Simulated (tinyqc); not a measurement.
Worked calculation: tight binding, honeycomb lattice. One step of it, computed by the program tinyqc.

Question. Levels at k. Diagonalise the Hermitian matrix.

H(k) at k (eV):
```
                    A                   B
A            1.300000  1.512862-1.099158i
B  1.512862+1.099158i           -1.300000
```

Give: eigenvalues; weights |c|^2 of the basis functions.

Answer.

eigenvalues (eV): -2.277  2.277

weights |c|^2 of the basis functions:
```
   band 1  band 2
A   0.215   0.785
B   0.785   0.215
```
